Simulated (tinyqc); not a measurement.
Inside a calculation. Method: UKS/PBE in the sto-6g basis, for H3, spin multiplicity 2. One step of it, computed by the program tinyqc.

Problem. Iteration 2: DIIS coefficients. Solve [B -1; -1 0][c; lambda] = [0; -1] for the coefficients, which sum to one.

B (overlaps of the stored error matrices):
```
                1               2
1   2.2922120e-03  -6.2761411e-03
2  -6.2761411e-03   3.6375243e-02
```

Give: DIIS coefficients.

Solution.

DIIS coefficients: 0.8327  0.1673
